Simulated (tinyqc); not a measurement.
From results to parameters: Luttinger model of the valence bands. Computed by the program tinyqc.

Problem. In the four-band Luttinger model 1/m = g1 -/+ 2 g2 along [100] and g1 -/+ 2 g3 along [111]. Find g1, g2, g3 and the light hole mass along [111].

heavy and light hole masses along [100] (electron masses): 0.084388  0.057703
heavy hole mass along [111] = 0.680272 electron masses

Solution. The mean of the two inverse masses along [100] is g1 and a quarter of their difference is g2; g3 = (g1 - 1/m_hh[111])/2.

g1, g2, g3: 14.5900  1.3700  6.5600
light hole mass along [111] = 0.036 electron masses
